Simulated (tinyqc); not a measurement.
## Sneak paths and read margin

Worst-case read of an N x N array without selectors, ideal wires, unselected lines floating and all unselected cells in the low state with resistance K Ron: the sneak path is Rsn = K Ron [2/(N - 1) + 1/(N - 1)^2], in parallel with the selected cell Rc. A sense resistor Ron to ground gives Vout = Vr Ron/(Ron + Rc Rsn/(Rc + Rsn)); margin = [Vout(Rc = Ron) - Vout(Rc = ra Ron)]/Vr.

Values chosen for this exercise: resistance of the low state Ron = 10 kohm; ratio Roff/Ron ra = 100; factor by which unselected cells are more resistive K = 20; read voltage Vr = 0.2 V.

Result of one run:
```
Rsn (kohm)	Vout, low state (mV)	Vout, high state (mV)	margin (%)
155.6	103.1	13.83	44.64
```

Which array size N gave this result: 3, 4, 16, 64 or 128?

N = 4.

The whole series:
```
N	Rsn (kohm)	Vout, low state (mV)	Vout, high state (mV)	margin (%)
2	600.0	100.8	5.195	47.82
3	250.0	102.0	9.524	46.22
4	155.6	103.1	13.83	44.64
8	61.22	107.6	29.55	39.00
16	27.56	115.4	54.32	30.52
32	13.11	127.6	87.18	20.21
64	6.400	143.9	122.3	10.80
128	3.162	161.3	152.1	4.596
256	1.572	176.1	172.9	1.606
```

The margin falls from 47.8 to 1.61 %; a lone cell has 49.0 %. It first drops below 10 % at N = 128 among the rows, where Rsn = 0.32 Ron. Between the last two rows it goes as N^(-1.52).

tinyqc, about 0.02 s, one thread, Intel Xeon 2.30GHz (shared host): `OMP_NUM_THREADS=1 python tinyqc.py 2880043 2880044 out.jsonl`
